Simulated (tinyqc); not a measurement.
One electron in a tunnel-coupled double dot: charge qubit, sensing and quantum capacitance: one step of the calculation.

Basis (left, right), H = [[ep/2, tc], [tc, -ep/2]], splitting Om = sqrt(ep^2 + 4 tc^2), ep = al times the gate voltage. In equilibrium the electron is on the right with the chance P_R = [1 + (ep/Om) tanh(Om/2 kB T)]/2.

Question. Capacitance seen by a resonator. q^2 al^2 dP_R/d(ep) splits into Cq = q^2 al^2 (2 tc^2/Om^3) tanh(Om/2 kB T) and Ct = q^2 al^2 (ep/Om)^2/(4 kB T cosh^2(Om/2 kB T)); Ct appears only if relaxation is faster than the drive. A resonator of frequency f0, capacitance Cp and quality factor Q shifts by df = -f0 Cq/(2 Cp) and its phase by -2 Q Cq/Cp.

Inputs (values chosen for the exercise):
```
symbol,value,unit,meaning
tc,5,ueV,tunnel coupling
T,0.081,K,electron temperature
al,0.48,eV/V,lever arm of the gate on the detuning
Cp,0.78,pF,parasitic capacitance of the resonator
f0,660,MHz,resonator frequency
Q,62,,loaded quality factor
ep,-19.3,ueV,detuning
```

Constants: q = 1.602176634e-19 C, kB = 1.380649e-23 J/K, Vt = kB T/q. Results are converted to the units shown.

Give: Cq; Ct; df; phase shift.

Answer.

Cq = 164.43 aF
Ct = 169.77 aF
df = -69.565 kHz
phase shift = -1497.7 millidegree

Program tinyqc, `OMP_NUM_THREADS=1 python tinyqc.py 2470044 2470045 out.jsonl`; Intel Xeon 2.30GHz, shared host, one thread, about 0.01 s.
